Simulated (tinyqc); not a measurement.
Surface photovoltage measurement of the minority-carrier diffusion length in a wafer: one step, computed by the program tinyqc.

Low injection, steady light, a depletion layer much thinner than 1/alpha and L. The excess density dn is taken at the front edge of the neutral region; light that reaches the back is lost.

Problem. One wavelength. alpha = (84.732/lambda - 76.417)^2 per cm with lambda in micrometre (an empirical fit for silicon between 0.7 and 1.05 micrometre). Thick wafer: dn = Phi L/((S_f + D/L)(L + 1/alpha)). Finite wafer, with s = S_b L/D, w = W/L, a = alpha L: dn = [Phi a/(a^2 - 1)] [a - B - exp(-alpha W)(a - s)/(cosh w + s sinh w)]/(S_f + B D/L), B = (sinh w + s cosh w)/(cosh w + s sinh w). Photovoltage V = (k_B T/e) ln(1 + dn/n_0). Lifetime = L^2/D.

Inputs (values chosen for the exercise, modelled on p-type silicon at room temperature):
```
quantity                                             value        unit
diffusion length L                                      81  micrometre
wafer thickness W                                      525  micrometre
diffusivity D                                         27.1      cm^2/s
front recombination velocity S_f                       740        cm/s
back recombination velocity S_b                        420        cm/s
photon flux entering                               1.5e+11  1/(cm^2 s)
minority density at the surface barrier scale n_0  2.5e+08      1/cm^3
temperature T                                          298           K
wavelength                                             827          nm
```

Constants: k_B = 8.617333262e-05 eV/K.

Give: alpha; penetration depth 1/alpha; dn, thick wafer; B; dn, finite wafer; photovoltage V; lifetime.

Solution.

alpha = 678.09 1/cm

penetration depth 1/alpha = 14.747 micrometre

dn, thick wafer = 3.1059e+07 1/cm^3

B = 1.00000

dn, finite wafer = 3.1059e+07 1/cm^3

photovoltage V = 3.0072 mV

lifetime = 2.4210 microsecond

Caution: dn is not small against n_0, so V is not linear in the flux; the constant-flux reading then needs dn, not V.
